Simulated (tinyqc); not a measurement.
# Resonant-tunnelling diode, transfer matrices and Tsu-Esaki current: effects of single changes

Emitter (band edge 0), barrier d1, well Lw, barrier d2, spacer ds, collector (edge -V). The bias drops linearly over these layers and none in the contacts; each layer is cut into ns equal slices, flat at the value of their centres. E is the energy of motion across the layers, C = hbar^2/(2 m0), psi and psi'/m are continuous. Transport is coherent, T(E) is taken as independent of the transverse momentum, and charge in the well is ignored.

Inputs (values chosen for the exercise); masses and offsets close to those of InGaAs wells and InP barriers:
```
symbol  value  unit                                               meaning
T         300     K                                           temperature
mw      0.041    m0                 mass in the well, spacer and contacts
U1       0.23    eV                                        barrier height
m1      0.079    m0                                          barrier mass
d1        2.6    nm                                       emitter barrier
Lw          6    nm                                            well width
d2        2.5    nm                                     collector barrier
ns          2                                        slices in each layer
ds          3    nm            undoped spacer after the collector barrier
Ef      0.036    eV  Fermi energy of both contacts above their band edges
```

Constants: q = 1.602176634e-19 C, kB = 1.380649e-23 J/K, hbar = 1.054571817e-34 J s, m0 = 9.1093837015e-31 kg, Vt = kB T/q, hbar^2/(2 m0) = 0.0380998212 eV nm^2. Results are converted to the units shown.

Each table varies one quantity; the others keep the values above.

## Current against voltage

For the pair (psi, psi'/m) a flat layer has M = [[cos kd, (m/k) sin kd], [-(k/m) sin kd, cos kd]] with k = sqrt(m (E - U)/C) above its edge U, and M = [[cosh Kd, (m/K) sinh Kd], [(K/m) sinh Kd, cosh Kd]] with K = sqrt(m (U - E)/C) below it. Later slices stand to the left. With M acting on (psi, psi'/m) and v = k/m in each lead, T(E) = 4 vL vR/[(vL vR M12 - M21)^2 + (vR M11 + vL M22)^2]. J = J0 times the integral over E > 0 of T(E) N(E), N = ln[(1 + exp((Ef - E)/Vt))/(1 + exp((Ef - V - E)/Vt))], J0 = q^2 mw m0 kB T/(2 pi^2 hbar^3) (times 1e-4 for A/cm^2 per eV). The integral is converged to the digits shown.

Result of one run:

| V (V) | J (kA/cm^2) |
|---|---|
| 0.186 | 48.07 |

What becomes of these results when the bias of the collector V is changed from 0.186 to 0.243 V, all else the same?

Result of the changed run:

| V (V) | J (kA/cm^2) |
|---|---|
| 0.243 | 25.35 |

The whole series:

| V (V) | J (kA/cm^2) |
|---|---|
| 0.018 | 34.43 |
| 0.046 | 81.03 |
| 0.074 | 121.8 |
| 0.102 | 155.1 |
| 0.13 | 170.8 |
| 0.158 | 138.8 |
| 0.186 | 48.07 |
| 0.215 | 29.36 |
| 0.243 | 25.35 |
| 0.271 | 24.94 |
| 0.299 | 26.45 |

Among the rows the current peaks at 171 kA/cm^2 at V = 0.13 V and falls to 24.9 kA/cm^2 at 0.271 V, a ratio of 6.85. At zero bias the resonance lies at 0.0700 eV and the centre of the well takes the share 0.397 of the bias, so the level should reach the emitter band edge near V = 0.176 V; beyond that only the tail of the broadened level (width 10.1 meV at zero bias) and off-resonant tunnelling carry current. Without scattering and space charge the valley comes out far lower than in a real diode.

## Resonance against bias

The resonance is the first maximum of T(E) for E > 0, G its full width at half maximum. For a sharp resonance J = J0 (pi G/2) Tp N(Er), with Er the peak energy, Tp the peak transmission and G the full width at half maximum (in eV).

Resonance against bias:

| V (V) | Er (eV) | Tp | G (meV) | J (kA/cm^2) | one-resonance J (kA/cm^2) |
|---|---|---|---|---|---|
| 0.018 | 0.06293 | 0.9854 | 10.08 | 34.43 | 37.52 |
| 0.04 | 0.05416 | 0.9601 | 10.01 | 71.59 | 78.25 |
| 0.062 | 0.04533 | 0.9211 | 9.950 | 105.0 | 115.4 |
| 0.084 | 0.03644 | 0.8659 | 9.886 | 134.8 | 149.3 |
| 0.106 | 0.02750 | 0.7907 | 9.816 | 158.8 | 177.4 |
| 0.128 | 0.01853 | 0.6869 | 9.722 | 170.7 | 193.1 |
| 0.15 | 0.009637 | 0.5318 | 9.551 | 156.4 | 180.6 |

Er falls from 0.0629 to 0.00964 eV, by 0.404 eV a volt, against the share 0.397 of the bias at the centre of the well. Tp falls from 0.985 to 0.532. The one-resonance current is 9.0 % above the full integral in the first row and 15 % above it in the last.

tinyqc, about 0.2 s, one thread, Intel Xeon 2.30GHz (shared host): `OMP_NUM_THREADS=1 python tinyqc.py 2600068 2600069 out.jsonl`
